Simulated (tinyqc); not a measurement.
Trench capacitor in an array: capacitance, non-linearity, leakage and relaxation: two steps of the calculation.

A film between two metal electrodes, each interface adding a series capacitance ci. The small-signal permittivity is ek (1 + aq E^2); the field is found with the linear permittivity. Leakage J = J0 sinh(E/Ef). After a voltage step the film passes a relaxation current kr C V tt^(-nr), tt being the time in seconds. The sidewall is a coaxial capacitor with radii a = dm/2 - t and b = dm/2, depth AR dm; the end face is left out.

Values chosen for this exercise; permittivity of the order of that of strontium titanate:
- ek = 153 (relative permittivity of the film)
- t = 9.6 nm (film thickness)
- ci = 1000 uF/cm^2 (capacitance of each electrode interface (dead layer and screening))
- aq = -0.03 cm^2/MV^2 (quadratic field coefficient of the permittivity)
- V = 0.8 V (bias)
- J0 = 1.9e-11 A/cm^2 (leakage prefactor)
- Ef = 0.49 MV/cm (field for an e-fold rise of the leakage)
- dm = 100 nm (diameter of the hole)
- AR = 50 (aspect ratio, depth over diameter)
- pt = 190 nm (pitch of the square array)
- rho = 2000 uohm cm (resistivity of the inner electrode)

Constants: eps0 = 8.8541878128e-14 F/cm where lengths are in cm. Results are converted to the units shown.

Question 1. Planar capacitance, field and non-linearity. Planar film: Cf = eps0 ek/t, 1/C = 1/Cf + 2/ci, EOT = 3.9 eps0/C, effective permittivity C t/eps0, E = (V/t) C/Cf; quadratic coefficient [C(V)/C - 1]/V^2 with Cf (1 + aq E^2) in C(V).

Give: Cf; C; EOT; effective permittivity; E; quadratic coefficient; J.

Answer 1.

Cf = 14.111 uF/cm^2
C = 13.724 uF/cm^2
EOT = 0.25161 nm
effective permittivity = 148.80
E = 0.81046 MV/cm
quadratic coefficient = -29961 ppm/V^2
J = 4.7847e-11 A/cm^2

The interfaces take 2.74 % of the voltage.

Question 2. Cell capacitance, fields and time constant. Per length 1/c = ln(b/a)/(2 pi eps0 ek) + (1/a + 1/b)/(2 pi ci); cell capacitance c AR dm; per footprint over pt^2; fields c V/(2 pi eps0 ek r) at r = a and b; resistance of the inner electrode rho AR dm/(pi a^2); time constant R C/3 of the distributed line.

Find: a; b; cell capacitance; capacitance per footprint; field at a; field at b; R; R C/3.

Answer 2.

a = 40.40 nm
b = 50.00 nm
cell capacitance = 194.1 fF
capacitance per footprint = 537.7 uF/cm^2
field at a = 0.9031 MV/cm
field at b = 0.7297 MV/cm
R = 19.50 kohm
R C/3 = 1262 ps

The array gives 39.2 times the planar capacitance per footprint; curvature makes the field at the inner electrode 1.11 times the planar value.

Program tinyqc, `OMP_NUM_THREADS=1 python tinyqc.py 2102198 2102199 out.jsonl`; Intel Xeon 2.30GHz, shared host, one thread, about 0.01 s.
